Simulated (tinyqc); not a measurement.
## Resistance of a tapered via with liner, size effect and interface: via resistance against the diameter at the bottom

A round via whose diameter grows from db at the bottom as D(z) = db + 2 z/tan(ang). The fill, of diameter D - 2 tl, starts above the bottom liner (thickness fb tl) and has rho = rho0 (1 + ks lam/(D - 2 tl)); the sidewall liner conducts in parallel with it. The bottom liner and the interface are crossed over the full area pi db^2/4. Spreading in the lines above and below is left out.

Slices between z0 = fb tl and hv, evaluated at their midpoints: conductance per length pi/4 [(D - 2 tl)^2/rho + (D^2 - (D - 2 tl)^2)/rl], slice resistance = slice height over that. 2000 slices. R_fill = sum of the slices; R_bottom = rl fb tl/(pi db^2/4); R_interface = ri/(pi db^2/4); ballistic (Sharvin) limit 1/(Sb pi (db - 2 tl)^2/4); ideal cylinder rho0 hv/(pi db^2/4).

Values chosen for this exercise; fill metal close to molybdenum: height hv = 61 nm; sidewall angle ang = 88 degrees; bulk resistivity of the fill rho0 = 5.27 uohm cm; mean free path of the fill lam = 11.3 nm; size-effect factor ks = 1.1; liner on the sidewall tl = 0.4 nm; liner at the bottom over that on the sidewall fb = 0.5; resistivity of the liner rl = 410 uohm cm; interface resistivity at the bottom ri = 4e-12 ohm cm^2; ballistic conductance per area, about 3/(4 rho0 lam) Sb = 1.3e15 S/m^2.

Via resistance against the diameter at the bottom:
columns A: db (nm); B: R_fill (ohm); C: R_bottom (ohm); D: R_interface (ohm); E: R (ohm); F: ballistic limit (ohm); G: R over ideal cylinder; H: largest part
```
A          B        C         D        E        F       G     H
6     233.37   29.002    14.147   276.52   36.221  2.4320  fill
8.3   108.14   15.155    7.3929   130.69   17.412  2.1996  fill
11    56.095   8.6286    4.2091   68.933   9.4138  2.0378  fill
16    23.758   4.0783    1.9894   29.826   4.2392  1.8655  fill
22    11.594   2.1571    1.0523   14.803   2.1792  1.7505  fill
30    5.8312   1.1601   0.56588   7.5571   1.1487  1.6617  fill
42    2.8018  0.59187   0.28872   3.6823  0.57700  1.5870  fill
58    1.4029  0.31036   0.15140   1.8647  0.29935  1.5325  fill
80   0.71124  0.16313  0.079577  0.95395  0.15614  1.4916  fill
```

R falls from 277 to 0.954 ohm. The fill is the largest part at db = 6 and in all other rows. R goes as db^(-2.31) between the first two rows and db^(-2.08) between the last two; area alone gives -2.

tinyqc, about 0.01 s, one thread, Intel Xeon 2.30GHz (shared host): `OMP_NUM_THREADS=1 python tinyqc.py 2750104 2750105 out.jsonl`
